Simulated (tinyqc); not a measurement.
# Sub-threshold conduction and electro-thermal threshold of an amorphous chalcogenide, step by step

Computed by the program tinyqc: `OMP_NUM_THREADS=1 python tinyqc.py 2490128 2490129 out.jsonl`, one thread of a shared Intel Xeon 2.30GHz, about 0.01 s for the whole run. Printed values are rounded.

Trap-limited conduction: I = I0 exp(-Ea/kB T) sinh(q V dz/(2 ua kB T)), I0 = 2 q A Nt dz/ta. One lumped temperature T = T0 + Rt I V. The threshold is the largest V for which a steady state exists on the low-current branch.

Inputs (values chosen for the exercise); values of the order of Ge-Sb-Te and related chalcogenides: ambient temperature T0 = 300 K; cross-section A = 1900 nm^2; amorphous thickness ua = 36 nm; distance between traps dz = 4 nm; activation energy Ea = 0.32 eV; trap density Nt = 2.6e19 cm^-3; attempt time ta = 2e-14 s; thermal resistance Rt = 1.2 K/uW; voltage across the amorphous layer V = 2.48 V.

Constants: q = 1.602176634e-19 C, kB = 1.380649e-23 J/K. Results are converted to the units shown.

Range of the model: Purely electronic switching mechanisms, filaments and series resistance are left out.

## Isothermal quantities

I0, the low-field resistance 2 ua kB T0 exp(Ea/kB T0)/(q dz I0), the slope voltage V0 = 2 ua kB T0/(q dz), and I at V without heating.

I0 = 3.16590 mA
low-field resistance = 34.9167 Mohm
V0 = 0.465336 V
I without heating = 1.37486 uA

## Iteration 1: self-heating

T at the start = 300 K

I at the present T, then T(new) = T0 + Rt I V.

I = 1.37486 uA
T after iteration 1 = 304.092 K

## Iteration 2: self-heating

As before.

I = 1.51163 uA
T after iteration 2 = 304.499 K

## Course of the iteration

Stop when T changes by less than 1e-7 K; give up above 900 K or after 200 iterations.

Course of the iteration:
```
iteration  T(new) (K)   I (uA)  change (K)
1             304.092  1.37486        4.09
2             304.499  1.51163       0.407
3             304.541  1.52575      0.0420
4             304.545  1.52721     4.35e-3
5             304.545  1.52736     4.51e-4
6             304.545  1.52738     4.67e-5
7             304.545  1.52738     4.84e-6
8             304.545  1.52738     5.02e-7
9             304.545  1.52738     5.20e-8
```

Converged in 9 iterations. The loop gain dT(new)/dT is 0.10; it reaches 1 at the threshold, 3.210 V.
